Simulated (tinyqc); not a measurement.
# Six-transistor SRAM cell, nodal equations and margins, step by step

Numbers from tinyqc (`OMP_NUM_THREADS=1 python tinyqc.py 2340111 2340112 out.jsonl`; about 0.2 s on one thread of a shared Intel Xeon 2.30GHz). Printed values are rounded.

Two cross-coupled inverters (pull-down bn, pull-up bp) hold the nodes Q and QB; access transistors (ba, threshold VTn, gate on the word line at Vdd when selected) join them to the bit lines. Transistor (EKV form, voltages against the body): I = 2 n b Vt^2 [F(vp - Vs) - F(vp - Vd)] from drain to source, F(v) = ln^2(1 + exp(v/(2 Vt))), vp = (Vg - VT + sg |Vd - Vs|)/n. n-channel bodies are at 0; for the p-channel device all voltages are counted down from Vdd. b in uA/V^2 gives I in uA. For an access transistor the bit line is the drain and the node the source. In a read both bit lines are at Vdd. The cell is symmetric (no mismatch).

Values chosen for this exercise:
- T = 300 K (temperature)
- Vdd = 0.75 V (supply voltage)
- n = 1.19 (slope factor)
- sg = 0.061 (drain-induced barrier lowering)
- VTn = 0.26 V (n-channel threshold)
- VTp = 0.38 V (p-channel threshold (magnitude))
- bn = 160 uA/V^2 (gain factor of the pull-down transistor)
- ba = 110 uA/V^2 (gain factor of the access transistor)
- bp = 79 uA/V^2 (gain factor of the pull-up transistor)

Constants: q = 1.602176634e-19 C, kB = 1.380649e-23 J/K, Vt = kB T/q. Results are converted to the units shown.

## Iteration 1: node voltages in a read by Newton steps

(Q, QB) at the start (V): Q 0.0000000, QB 0.7500000

F1 = In(gate QB, drain Q) - Ip(gate QB, drain Q) - Ia(bit line, Q), F2 the same with Q and QB exchanged; J by central differences with +/- 1e-6 V; solve J d = -F, limit each component to +/- 0.15 V and add.

F1, F2 (uA): -13.26651  0.00023

J (uS):
```
          Q      QB
F1  140.321   0.000
F2    0.007  29.171
```

(Q, QB) after iteration 1 (V): Q 0.0945443, QB 0.7499678

## Iteration 2: node voltages in a read by Newton steps

As before.

F1, F2 (uA): -1.414770  0.003846

J (uS):
```
          Q      QB
F1  110.372  15.194
F2    0.141  21.576
```

(Q, QB) after iteration 2 (V): Q 0.1073986, QB 0.7497057

## Course of the iteration: node voltages in a read by Newton steps

Stop when the largest change of (Q, QB) is below 1e-9 V, or after 30 iterations. The rule counts as met only at the stable state with Q low.

Course of the iteration:
```
iteration       Q (V)  largest |change| of one entry (V)
1          0.09454432                             0.0945
2           0.1073986                             0.0129
3           0.1076566                            2.58e-4
4           0.1076567                            1.21e-7
5           0.1076567                           3.63e-14
```

Converged in 5 iterations. At the end the number of correct digits about doubles with each step.

## Read current and disturbance

(Q, QB) (V): Q 0.1076567, QB 0.7496708

Iread = Ia(bit line at Vdd, source Q); cell ratio bn/ba; time to pull a bit line of 20 fF down by 0.1 V at that current.

Iread = 7.437990 uA
cell ratio = 1.454545
time = 268.8899 ps

The read lifts the low node to 108 mV, against a balance point of 341 mV.

## The largest square in the read butterfly

c, point 0 to 6 (V): 0.13  0.21  0.3  0.36  0.43  0.47  0.51

f(x) is the node voltage of one half-cell in a read for input x (In - Ip - Ia = 0). Static noise margin: side of the largest square between the curve (x, f(x)) and its mirror image (f(y), y); with h(c) the root x of f(x) - x = c, it is the maximum over c > 0 of h(c) - h(-c) + c.

```
point   h(c) (V)  h(-c) (V)   side (V)
0      0.2971274  0.4038023  0.0233251
1      0.2871202  0.4455037  0.0516165
2      0.2811219  0.4948855  0.0862363
3      0.2761397  0.5314381  0.1047016
4      0.2631647  0.5793550  0.1138097
5      0.2480074  0.6090741  0.1089332
6      0.2249951  0.6401637  0.0948314
```

The maximum over c is 113.8 mV, the read margin; with the word line off (no Ia) the same construction gives 267.4 mV.
